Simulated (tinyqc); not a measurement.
Wannier function of the lower band of a two-orbital chain, step by step. Values are carried at full precision from step to step, so a last printed digit may differ when a step is redone from the rounded ones.

H(k) = [[-d/2 - 2 ta cos k, -t1 - t2 exp(-ik)], [-t1 - t2 exp(ik), d/2 - 2 tb cos k]], k in 1/a, Bloch sums with exp(ikR) and without the positions inside the cell. Mesh k_j = 2 pi j/N. Projection gauge: each lower eigenvector u is multiplied by the phase that makes <trial|u> real and positive (the one-band case of Loewdin orthogonalisation). Wannier amplitudes w(R) = (1/N) sum_k exp(ikR) u(k); hoppings H(R) = (1/N) sum_k exp(-ikR) E(k).

Parameters, chosen for this exercise:
```
symbol  value  unit      meaning
d       -0.48  eV        A at -d/2, B at +d/2
t1      1.01   eV        A-B in the cell
t2      0.36   eV        B to A of the next cell
ta      0.19   eV        A-A between cells
tb      -0.03  eV        B-B between cells
N       8                k points
th      60     degrees   trial orbital cos(th) A + sin(th) B in cell 0
xb      0.34   a         position of B (A at 0)
a       3.3    angstrom  period
kq      1.22   1/a       point off the mesh
```

## Bloch states in the projection gauge

Diagonalise at each mesh point and fix the phase.

Mesh:
```
j  E lower (eV)  E upper (eV)               u_A               u_B  |<trial|u>|
0       -1.5301        1.2101           0.70193           0.71225       0.9678
1       -1.4058        1.1795  0.67794-0.08795i  0.72807+0.05078i       0.9695
2       -1.0988        1.0988  0.60800-0.14536i  0.77600+0.08392i       0.9760
3       -0.7768        1.0031  0.51194-0.12520i  0.84677+0.07229i       0.9893
4       -0.6363        0.9563           0.45953           0.88816       0.9989
5       -0.7768        1.0031  0.51194+0.12520i  0.84677-0.07229i       0.9893
6       -1.0988        1.0988  0.60800+0.14536i  0.77600-0.08392i       0.9760
7       -1.4058        1.1795  0.67794+0.08795i  0.72807-0.05078i       0.9695
```

The projection is smallest at j = 0 (0.9678); the gauge is smooth as long as it stays away from zero.

## The Wannier function

w(R) = (1/N) sum_j exp(2 pi i j R/N) u_j, for the N cells nearest the origin; it is real.

Amplitudes:
```
R      on A     on B
-3  -0.0004  -0.0002
-2   0.0025   0.0007
-1  -0.0144  -0.0002
0    0.5947   0.7878
1    0.1337  -0.0857
2   -0.0161   0.0114
3    0.0023  -0.0018
4   -0.0003   0.0003
```

norm = 1.0000

Cell 0 holds 97.4 % of the weight.

## Centre and spread in real space

Point-like orbitals at R (A) and R + xb (B): centre <x>, spread <x^2> - <x>^2.

centre in units of a = 0.239
centre in angstrom = 0.790
spread = 0.518 angstrom^2

## The same from overlaps (Marzari-Vanderbilt)

b = 2 pi/N; M_j = u_j^+ diag(1, exp(-i b xb)) u_(j+1), with u_N = u_0. Centre = -(1/2 pi) sum arg M_j; gauge-invariant part Omega_I = (1/(N b^2)) sum (1 - |M_j|^2); gauge-dependent part Omega_D = (1/(N b^2)) sum (arg M_j + b centre)^2.

Overlaps:
```
j   |M_j|  arg M_j (rad)
0  0.9991        -0.1646
1  0.9951        -0.1761
2  0.9839        -0.1955
3  0.9653        -0.2117
4  0.9653        -0.2117
5  0.9839        -0.1955
6  0.9951        -0.1761
7  0.9991        -0.1646
```

centre from overlaps = 0.238 a
Omega_I = 0.0453 a^2
Omega_D = 0.0005 a^2

The centre is the Berry phase over 2 pi and does not depend on the trial orbital (modulo a). Omega_D is 1.2 % of the total; in one dimension a gauge that spreads the phase evenly removes it. The total is 0.0458 a^2, against 0.0476 a^2 (centre 0.239 a) in real space on 96 cells.

## Hoppings and interpolation

H(R) = (1/N) sum_j E_j cos(2 pi j R/N) for R = 0 to N/2. Interpolation: E(k) = H(0) + 2 sum H(R) cos(kR), the term R = N/2 of an even mesh counted once.

H(0), H(1), ... (eV): [-1.0912, -0.2229, 0.0039, -0.0005, 0.0002]

interpolated E(kq) = -1.2494 eV

The exact value is -1.2494 eV; the interpolation is off by 0.0 meV. Though the chain has short hoppings, the single band has longer ones, made by paths through the other orbital, which the tails of the Wannier function carry.

## Checks

- Centre from overlaps against the real-space centre on 200 points: both 0.2393.
- Omega_I + Omega_D against the real-space spread on 200 points: both 0.0476.

Program tinyqc; command `OMP_NUM_THREADS=1 python tinyqc.py 1451288 1451289 out.jsonl`; about 0.2 s on one thread of a shared Intel(R) Xeon(R) Processor @ 2.30GHz.
